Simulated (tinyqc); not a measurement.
# Free and trapped electrons in a MOS channel with a dense trap tail, step by step

tinyqc, about 0.02 s, one thread, Intel Xeon 2.30GHz (shared host): `OMP_NUM_THREADS=1 python tinyqc.py 2222077 2222078 out.jsonl` Printed values are rounded.

p-type body, charge-sheet picture, full ionisation (an idealisation for deep acceptors), Boltzmann statistics for free electrons. e = Ec - EF at the surface. Acceptor-like traps of density D(E) = D0 + De exp(-E/Ew) at depth E below Ec, from 0 to Eu, hold n_t = integral of D(E)/(1 + exp((e - E)/Vt)). psi = Eg - Vt ln(Nv/Na) - e; N_dep = sqrt(2 eps0 eps_r Na (psi - Vt)/q); n_f = sqrt(N_dep^2 + 2 eps0 eps_r Vt Nc exp(-e/Vt)/q) - N_dep; Vg = Vfb + psi + q (N_dep + n_t + n_f)/Cox, Cox = eps0 eox/tox.

Parameters, values chosen for the exercise; band and dielectric values close to those of silicon:
- T = 300 K (temperature)
- Eg = 1.14 eV (band gap)
- eps_r = 11.6 (relative permittivity)
- Nc = 2.79e19 cm^-3 (conduction-band density of states at T)
- Nv = 2.65e19 cm^-3 (valence-band density of states at T)
- eox = 3.9 (relative permittivity of the insulator)
- tox = 28 nm (insulator thickness)
- Na = 1.9e17 cm^-3 (acceptor density)
- Vfb = -0.81 V (flat-band voltage without trapped charge)
- D0 = 5.3e10 cm^-2 eV^-1 (constant background density of acceptor-like traps)
- De = 4e13 cm^-2 eV^-1 (density of the tail at the conduction edge)
- Ew = 0.05 eV (decay energy of the tail)
- Eu = 0.9 eV (depth below Ec down to which the traps reach)
- mf = 190 cm^2/(V s) (mobility of free electrons)
- e = 0.042 eV (Ec - EF at the surface)

Constants: q = 1.602176634e-19 C, kB = 1.380649e-23 J/K, Vt = kB T/q, eps0 = 8.8541878128e-14 F/cm where lengths are in cm. Results are converted to the units shown.

Range of the model: EF lies less than 2 Vt below the band edge, or above it, where degeneracy and confinement, left out, matter.

## Trapped charge

Trapezoid rule on 13 equal steps from 0 to Eu, f = 1/(1 + exp((e - E)/Vt)).

```
point     E (eV)  D(E) f (cm^-2 eV^-1)
0              0            6.59140e12
1      0.0692308            7.46590e12
2       0.138462            2.50147e12
3       0.207692            6.80037e11
4       0.276923            2.10279e11
5       0.346154            9.23911e10
6       0.415385            6.28645e10
7       0.484615            5.54703e10
8       0.553846            5.36186e10
9       0.623077            5.31549e10
10      0.692308            5.30388e10
11      0.761538            5.30097e10
12      0.830769            5.30024e10
13           0.9            5.30006e10
```

n_t = 1.01468e12 cm^-2

With 1600 steps n_t = 1.052e12 cm^-2; the coarse value is 3.6 % below it.

## Charges and gate voltage

psi, N_dep, n_f and Vg as defined, with the n_t given; free share n_f/(n_f + n_t); apparent mobility mf n_f/(n_f + n_t); gate voltage spent on traps q n_t/Cox.

psi = 0.970346 V
N_dep = 1.51684e12 cm^-2
n_f = 5.13533e11 cm^-2
Vg = 4.11628 V
free share = 33.6036 %
apparent mobility = 63.8468 cm^2/(V s)
gate voltage spent on traps = 1.31820 V
